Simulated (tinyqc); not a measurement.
# Worked calculation: one level coupled to a phonon between two leads, self-consistent Born approximation

Numbers from tinyqc (`OMP_NUM_THREADS=1 python tinyqc.py 2720035 2720036 out.jsonl`; about 0.08 s on one thread of a shared Intel Xeon 2.30GHz). Printed values are rounded.

Wide-band leads with mu_L = +V/2 and mu_R = -V/2; phonons in equilibrium, Nq = 1/(exp(w0/kB T) - 1). Scattering links only energies that differ by w0, so a ladder E_k = E1 + k w0 closes on itself; terms that reach past its ends are dropped. Gn and Gp are the electron and hole parts of the spectral function A = Gn + Gp.

Values chosen for this exercise:

| symbol | value | unit | meaning |
|---|---|---|---|
| T | 300 | K | temperature of leads and phonons |
| w0 | 120 | meV | phonon energy |
| ed | 55 | meV | level |
| GL | 36 | meV | coupling to the left lead |
| GR | 38 | meV | coupling to the right lead |
| M | 44 | meV | electron-phonon matrix element |
| V | 162 | mV | bias |
| nr | 6 |  | rungs of the ladder shown |
| E1 | -150 | meV | lowest rung |

Constants: q = 1.602176634e-19 C, kB = 1.380649e-23 J/K, Vt = kB T/q. Results are converted to the units shown.

Range of the model: The self-consistent Born approximation keeps only non-crossing phonon lines and no Hartree shift; it is rough once the coupling nears the phonon energy.

## The ladder and the first Green functions

|G|^2 = 1/[(E - ed)^2 + (GL + GR + Sin + Sout)^2/4], Gn = |G|^2 (GL fL + GR fR + Sin), Gp = |G|^2 (GL (1 - fL) + GR (1 - fR) + Sout), f = 1/(1 + exp((E - mu)/kB T)). On a single ladder the real part of the phonon self-energy, which needs all energies, is left out. At the start Sin = Sout = 0.

```
rung	E (meV)	fL	fR	Gn (1/meV)	Gp (1/meV)
0	-150	0.999868	0.935175	0.00164843	5.68764e-5
1	-30	0.986529	0.122092	0.00467239	0.00393827
2	90	0.413835	0.00133889	0.00576289	0.0227645
3	210	0.00676004	1.29244e-5	9.60277e-6	0.00290447
4	330	6.56078e-5	1.24596e-7	3.07377e-8	9.61083e-4
5	450	6.32518e-7	1.20114e-9	1.44963e-10	4.70158e-4
```

Nq = 0.00973410

## Iteration 1: scattering functions

Sin(E) = M^2 [(Nq + 1) Gn(E + w0) + Nq Gn(E - w0)], Sout(E) = M^2 [(Nq + 1) Gp(E - w0) + Nq Gp(E + w0)]. Nq = 1/(exp(w0/kB T) - 1).

```
rung	Sin (meV)	Sout (meV)
0	9.13380	0.0742175
1	11.2966	0.540186
2	0.106824	7.75344
3	0.108663	44.5192
4	1.81250e-4	5.68665
5	5.79258e-7	1.87877
```

## Iteration 1: Green functions

|G|^2 = 1/[(E - ed)^2 + (GL + GR + Sin + Sout)^2/4], Gn = |G|^2 (GL fL + GR fR + Sin), Gp = |G|^2 (GL (1 - fL) + GR (1 - fR) + Sout), f = 1/(1 + exp((E - mu)/kB T)). On a single ladder the real part of the phonon self-energy, which needs all energies, is left out.

```
rung	Gn after iteration 1 (1/meV)	Gp after iteration 1 (1/meV)
0	0.00184354	5.81022e-5
1	0.00567456	0.00379240
2	0.00519114	0.0230338
3	1.27987e-5	0.00429418
4	3.29981e-8	0.00103201
5	1.48577e-10	4.81879e-4
```

## Iteration 2: scattering functions

As before.

```
rung	Sin (meV)	Sout (meV)
0	11.0929	0.0714686
1	10.1826	0.547659
2	0.131958	7.49448
3	0.0978927	45.0471
4	2.41484e-4	8.40355
5	6.21856e-7	2.01743
```

## Iteration 2: Green functions

As before.

```
rung	Gn after iteration 2 (1/meV)	Gp after iteration 2 (1/meV)
0	0.00188477	5.79303e-5
1	0.00558074	0.00381307
2	0.00521700	0.0230204
3	1.23938e-5	0.00430854
4	3.37301e-8	0.00106568
5	1.48842e-10	4.82743e-4
```

## Course of the iteration

Repeat until no Sin or Sout changes by more than 1e-9 meV.

Course of the iteration:
```
iteration	largest Sin + Sout (meV)	largest change (meV)
1	44.6278	44.5
2	45.1450	2.72
3	45.1198	0.183
4	45.1230	8.52e-3
5	45.1229	1.21e-3
6	45.1229	5.67e-5
7	45.1229	7.99e-6
8	45.1229	3.75e-7
9	45.1229	5.28e-8
10	45.1229	2.48e-9
11	45.1229	3.49e-10
```

Converged in 11 iterations; the change shrinks by about 0.081 a step.

## Currents on the rungs

```
rung	converged Gn (1/meV)	converged Gp (1/meV)
0	0.00188107	5.79487e-5
1	0.00558450	0.00381222
2	0.00521346	0.0230220
3	1.24097e-5	0.00430793
4	3.36348e-8	0.00106601
5	1.48916e-10	4.83157e-4
```

Spectral currents into the level: iL = GL [fL Gp - (1 - fL) Gn], iR = GR [fR Gp - (1 - fR) Gn].

```
rung	iL	iR	iL + iR
0	0.002077	-0.002574	-0.0004975
1	0.132683	-0.168615	-0.0359320
2	0.232969	-0.196675	0.0362942
3	0.000605	-0.000469	0.0001352
4	0.000001	-0.000001	0.0000000
5	0.000000	0.000000	0.0000000
```

sum of iL = 0.368335

On a single rung iL + iR need not vanish (largest 0.036), since phonons move electrons between rungs; summed over the ladder it does.
